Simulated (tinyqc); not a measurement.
From results back to parameters: configuration-coordinate model of carrier capture at a defect. Five cases, with inputs chosen for the exercise.

Problem. For two parabolas of equal curvature the ionisation peak lies at ET + ER, the emission barrier is (ER + ET)^2/(4 ER), and the standard deviation of the band at T = 0 is sqrt(ER hw). The values come from hidden ET, ER and hw.

Find: ET, ER, hw; capture barrier.

Method. ER is the squared peak energy over four times the emission barrier; ET is the rest, hw = variance/ER, and the capture barrier is the emission barrier less ET.

Case 1.

ionisation peak = 0.9000 eV
emission barrier = 0.246951 eV
standard deviation at T = 0 = 0.094974 eV

Solution.

ET, ER, hw (eV): 0.080  0.820  0.011

capture barrier = 0.167 eV

Case 2.

ionisation peak = 1.4600 eV
emission barrier = 1.211136 eV
standard deviation at T = 0 = 0.155563 eV

Solution.

ET, ER, hw (eV): 1.020  0.440  0.055

capture barrier = 0.191 eV

Case 3.

ionisation peak = 1.4400 eV
emission barrier = 1.620000 eV
standard deviation at T = 0 = 0.122638 eV

Solution.

ET, ER, hw (eV): 1.120  0.320  0.047

capture barrier = 0.500 eV

Case 4.

ionisation peak = 0.8400 eV
emission barrier = 0.245000 eV
standard deviation at T = 0 = 0.084853 eV

Solution.

ET, ER, hw (eV): 0.120  0.720  0.010

capture barrier = 0.125 eV

Case 5.

ionisation peak = 0.9400 eV
emission barrier = 0.256860 eV
standard deviation at T = 0 = 0.092736 eV

Solution.

ET, ER, hw (eV): 0.080  0.860  0.010

capture barrier = 0.177 eV

Computed by tinyqc, one run a case: `OMP_NUM_THREADS=1 python tinyqc.py N N+1 out.jsonl` with N = 1480313, 1480335, 1480561, 1480589, 1480599; one thread of a shared Intel(R) Xeon(R) Processor @ 2.30GHz, about 0.01 s a run at most.
